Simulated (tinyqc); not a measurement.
CIS on RHF in the sto-6g basis, frozen core, for BeH2, spin multiplicity 1, step by step. One step of it, computed by the program tinyqc.

Problem. CIS matrix, singlets. A(ia,jb) = (e_a - e_i) d_ij d_ab + 2 (ia|jb) - (ij|ab).

orbital energies (hartree): MO1 -4.589044, MO2 -0.462532, MO3 -0.425990, MO4 0.202253, MO5 0.207978, MO6 0.484471, MO7 0.947249

Two-electron integrals over orbitals (pq|rs), unique and non-zero (hartree); the lowest 1 orbital is frozen and left out:
```
(22|22) 0.402010    (32|32) 0.165243    (33|22) 0.414847    (33|33) 0.437446
(42|22) 0.011743    (42|33) 0.010725    (42|42) 0.048762    (43|32) 0.011007
(43|43) 0.015993    (44|22) 0.367353    (44|33) 0.357248    (44|42) -0.023782
(44|44) 0.454480    (52|52) 0.049014    (53|53) 0.014796    (54|52) -0.008901
(54|54) 0.025747    (55|22) 0.370012    (55|33) 0.358249    (55|42) -0.006966
(55|44) 0.400983    (55|55) 0.450117    (62|22) -0.024053   (62|33) -0.046707
(62|42) -0.002517   (62|44) 0.046812    (62|55) 0.051388    (62|62) 0.077910
(63|32) -0.093969   (63|43) -0.008965   (63|63) 0.081572    (64|22) 0.004389
(64|33) -0.001794   (64|42) 0.041052    (64|44) -0.006208   (64|55) 0.004898
(64|62) 0.018584    (64|64) 0.045233    (65|52) 0.046690    (65|54) -0.006361
(65|65) 0.050322    (66|22) 0.403146    (66|33) 0.411803    (66|42) 0.025142
(66|44) 0.364192    (66|55) 0.371422    (66|62) -0.028779   (66|64) 0.015994
(66|66) 0.423801    (72|32) -0.046300   (72|43) -0.011319   (72|63) 0.060801
(72|72) 0.057453    (73|22) -0.008679   (73|33) -0.022535   (73|42) -0.016535
(73|44) 0.058286    (73|55) 0.057679    (73|62) 0.071286    (73|64) 0.005980
(73|66) -0.027235   (73|73) 0.082791    (74|32) -0.027997   (74|43) 0.012151
(74|63) 0.015880    (74|72) 0.003904    (74|74) 0.021842    (75|53) 0.013699
(75|75) 0.016343    (76|32) 0.140283    (76|43) 0.012406    (76|63) -0.092668
(76|72) -0.056813   (76|74) -0.023620   (76|76) 0.135571    (77|22) 0.429893
(77|33) 0.448845    (77|42) 0.001884    (77|44) 0.393533    (77|55) 0.391484
(77|62) -0.037440   (77|64) -0.007426   (77|66) 0.437183    (77|73) -0.012409
(77|77) 0.490237
```

Give: CIS matrix A, singlet.

Solution.

CIS matrix A, singlet (hartree):
```
         2>4     2>5      2>6      2>7      3>4     3>5      3>6      3>7
2>4   0.3950  0.0000  -0.0094   0.0000   0.0000  0.0000   0.0000  -0.0051
2>5   0.0000  0.3985   0.0000   0.0000   0.0000  0.0000   0.0000   0.0000
2>6  -0.0094  0.0000   0.6997   0.0000   0.0000  0.0000   0.0000   0.0023
2>7   0.0000  0.0000   0.0000   1.0948   0.0054  0.0000  -0.0187   0.0000
3>4   0.0000  0.0000   0.0000   0.0054   0.3030  0.0000  -0.0161   0.0000
3>5   0.0000  0.0000   0.0000   0.0000   0.0000  0.3053   0.0000   0.0000
3>6   0.0000  0.0000   0.0000  -0.0187  -0.0161  0.0000   0.6618   0.0000
3>7  -0.0051  0.0000   0.0023   0.0000   0.0000  0.0000   0.0000   1.0900
```
